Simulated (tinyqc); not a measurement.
Probe couplings from its potential.

Question. One voltage probe p sits between leads L (mu = 1) and R (mu = 0) without magnetic field: mu_p = T_pL/(T_pL + T_pR), T_eff = T_RL + T_pL T_pR/(T_pL + T_pR). Find T_pL and T_pR.

T_RL = 0.27
mu_p = 0.52307692
T_eff = 0.43215385

Solution. T_eff - T_RL equals T_pL (1 - mu_p) and also T_pR mu_p.

T_pL = 0.3400
T_pR = 0.3100

Program tinyqc, `OMP_NUM_THREADS=1 python tinyqc.py 2700012 2700013 out.jsonl`; Intel Xeon 2.30GHz, shared host, one thread, about 0.01 s.
